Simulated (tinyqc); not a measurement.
Resistance of a source-drain extension with a graded tip: one step of the calculation.

y runs along the channel, the gate covers y > 0. The doping is N0 for y < y0 and N0 10^(-(y - y0)/la) beyond, uniform over the depth xj. Sheet conductance s(y) = q mu(N) max(N - Nch, 0) xj + (for y > 0) ma Cox Vo, with mu(N) = u0 + (u1 - u0)/(1 + (N/Nr)^au) and Cox = eps0 eox/tox. Current is taken as one-dimensional; depletion of the tip, spreading and the contact are left out. The metallurgical junction lies at yj, where N = Nch.

Problem. Resistance of the overlapped part. Midpoint rule on 12 equal steps from 0 to yj: R_ov = sum h/s(y), per width.

Inputs (values chosen for the exercise); mobility law close to that of electrons in silicon: relative permittivity of the gate insulator (close to silicon dioxide) eox = 3.9; insulator thickness tox = 2 nm; active doping of the extension far from the gate N0 = 9.5e19 cm^-3; lateral abruptness la = 3.3 nm/decade; position under the gate where the fall begins (gate edge at 0) y0 = -0.3 nm; depth of the extension xj = 17 nm; channel doping Nch = 2.1e18 cm^-3; gate overdrive Vo = 0.81 V; mobility of the gate-induced layer ma = 170 cm^2/(V s); mobility at low doping u1 = 1414 cm^2/(V s); mobility at high doping u0 = 68.5 cm^2/(V s); reference doping Nr = 9.2e16 cm^-3; exponent au = 0.711.

Constants: q = 1.602176634e-19 C, eps0 = 8.8541878128e-14 F/cm where lengths are in cm. Results are converted to the units shown.

Wanted: y; N; doped conductance; sheet resistance; R_ov.

Solution.

```
point   y (nm)  N (cm^-3)  doped conductance (uS)  sheet resistance (ohm/square)
0      0.21513  6.6317e19                  1414.8                         605.14
1      0.64540  4.9118e19                  1073.2                         762.82
2       1.0757  3.6380e19                  815.93                         949.05
3       1.5059  2.6945e19                  621.25                         1164.1
4       1.9362  1.9957e19                  472.91                         1407.1
5       2.3665  1.4781e19                  358.84                         1676.2
6       2.7967  1.0948e19                  270.00                         1969.5
7       3.2270  8.1085e18                  199.64                         2286.3
8       3.6572  6.0056e18                  142.65                         2628.8
9       4.0875  4.4481e18                  95.149                         3003.9
10      4.5178  3.2945e18                  54.166                         3425.7
11      4.9480  2.4401e18                  17.391                         3919.4
```

R_ov = 10.239 ohm um

Program tinyqc, `OMP_NUM_THREADS=1 python tinyqc.py 2282122 2282123 out.jsonl`; Intel Xeon 2.30GHz, shared host, one thread, about 0.03 s.
